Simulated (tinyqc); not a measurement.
## Schottky emission and Poole-Frenkel conduction in an insulator, and how to tell them apart: effect of temperature

Schottky emission (electrode-limited): J = As T^2 exp[-(pb - b sqrt(F))/Vt], b = sqrt(q/(4 pi eps0 ei)). Poole-Frenkel emission (bulk-limited): J = s0 F exp[-(pt - 2 b sqrt(F))/Vt]. F in V/cm.

Both formulas at the same field.

Values chosen for this exercise; dielectric values close to those of silicon nitride:
```
symbol  value          unit                               meaning
ei       4.23                high-frequency relative permittivity
pt       1.18            eV                            trap depth
s0      0.024          S/cm               Poole-Frenkel prefactor
pb        1.3            eV                     electrode barrier
As         51  A/(cm^2 K^2)                   Richardson constant
F         2.2         MV/cm                                 field
```

Constants: q = 1.602176634e-19 C, kB = 1.380649e-23 J/K, Vt = kB T/q, eps0 = 8.8541878128e-14 F/cm where lengths are in cm. Results are converted to the units shown.

Effect of temperature:

| T (K) | J, Schottky (A/cm^2) | J, Poole-Frenkel (A/cm^2) | ratio |
|---|---|---|---|
| 225 | 2.649e-17 | 3.559e-10 | 7.441e-8 |
| 260 | 4.398e-14 | 2.878e-8 | 1.528e-6 |
| 300 | 2.631e-11 | 1.242e-6 | 2.118e-5 |
| 340 | 3.608e-9 | 2.211e-5 | 1.632e-4 |
| 380 | 1.800e-7 | 2.147e-4 | 8.385e-4 |
| 420 | 4.351e-6 | 0.001352 | 0.003219 |
| 475 | 1.484e-4 | 0.01023 | 0.01451 |

The Schottky current grows by 12.7 decades and the Poole-Frenkel current by 7.46, as their lowered barriers are 1.03 and 0.633 eV. A tunnelling current would hardly change over this range. For T = 225, 260, 300, 340, 380 a Fowler-Nordheim estimate for tunnelling through pb with a mass of 0.4 m0 exceeds the Schottky current, so tunnelling, left out here, would compete. For T = 225, 260, 300 a Fowler-Nordheim estimate for tunnelling through pb with a mass of 0.4 m0 exceeds the Poole-Frenkel current, so tunnelling, left out here, would compete.

Numbers from tinyqc (`OMP_NUM_THREADS=1 python tinyqc.py 2370165 2370166 out.jsonl`; about 0.01 s on one thread of a shared Intel Xeon 2.30GHz).
